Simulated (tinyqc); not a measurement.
Scaling with the misfit: strain-driven roughening and islands of a mismatched epitaxial film. Computed by tinyqc, a small Python program. Command: `OMP_NUM_THREADS=1 python tinyqc.py 3015310 3015311 out.jsonl island walk`. One thread of a shared host (Intel(R) Xeon(R) Processor @ 2.30GHz), about 0.01 s of CPU time with the checks.

Film and substrate share isotropic elastic constants; the film is coherent and biaxially strained.

Inputs (values chosen for the exercise, modelled on Si(0.5)Ge(0.5) on Si):
```
quantity                                      value       unit
misfit |f|                                   0.0211          -
shear modulus G                                56.3        GPa
Poisson ratio nu                               0.26          -
surface energy gamma                           1.13      J/m^2
contact angle of the shallow shape theta_1     12.9    degrees
contact angle of the steep shape theta_2       27.3    degrees
facet energy of shape 1 over gamma            1.004          -
facet energy of shape 2 over gamma            1.013          -
surface mobility D_s nu_s Omega^2/(k_B T)   1.4e-35  m^6/(J s)
```

Transport: surface diffusion.

Constants: e = 1.602176634e-19 C.

Method:
- M = 2 G (1 + nu)/(1 - nu); stress = M f; energy density w = M f^2.
- A ripple A cos(k x) has the surface chemical potential per volume [gamma k^2 - 2 (1 + nu) w k] A cos(k x), so k_c = 2 (1 + nu) w/gamma. With surface diffusion the amplitude grows at the rate q = B k^2 [2 (1 + nu) w k - gamma k^2], fastest at k_m = (3/4) k_c. B is the surface mobility.
- Shallow faceted island (Tersoff form): E = 4 Gam V^(2/3) tan^(1/3)(theta) - 6 c V tan(theta), Gam = gamma [x/sin(theta) - 1/tan(theta)], x the facet energy over gamma, c = stress^2 (1 - nu)/(2 pi G).
- The barrier is the maximum of E, at V_c = [4 Gam/(9 c)]^3 / tan^2(theta) (1 GPa nm = 1 J/m^2).
- V_c = [4 Gam/(9 c)]^3/tan^2(theta), barrier = (4/3) Gam V_c^(2/3) tan^(1/3)(theta); the growth time is 1/q at k_m.

fastest wavelength = 44.0103 nm

growth time 1/q at k_m = 456.471 s

critical volume, shape 1 = 135.212 nm^3

barrier, shape 1 = 19.8510 eV

Misfit scaled at fixed constants:
```
|f| (%)  fastest wavelength (nm)  growth time (s)  V_c of shape 1 (nm^3)  barrier of shape 1 (eV)
0.5275                    704.16       2.9915e+07             5.5383e+05               5.0819e+03
0.7385                    359.27       2.0271e+06             7.3554e+04               1.3229e+03
1.0550                    176.04       1.1686e+05             8.6536e+03               3.1762e+02
1.4770                     89.82       7.9182e+03             1.1493e+03               8.2678e+01
2.1100                     44.01       4.5647e+02             1.3521e+02               1.9851e+01
2.9540                     22.45       3.0931e+01             1.7958e+01               5.1674e+00
```

What follows from these numbers?

Halving the misfit stretches the wavelength 4 times, the barrier 16 times, the volume 64 times and the time 256 times: f^(-2), f^(-4), f^(-6), f^(-8). Over these rows the time spans 6.0 decades: strongly mismatched films tend to roughen first, while dilute alloys have time to stay flat. Rows with wavelengths under 10 nm or volumes under 5 nm^3 are beyond the continuum picture.

Extremes, crossings and ranges named in words are read from the listed rows.
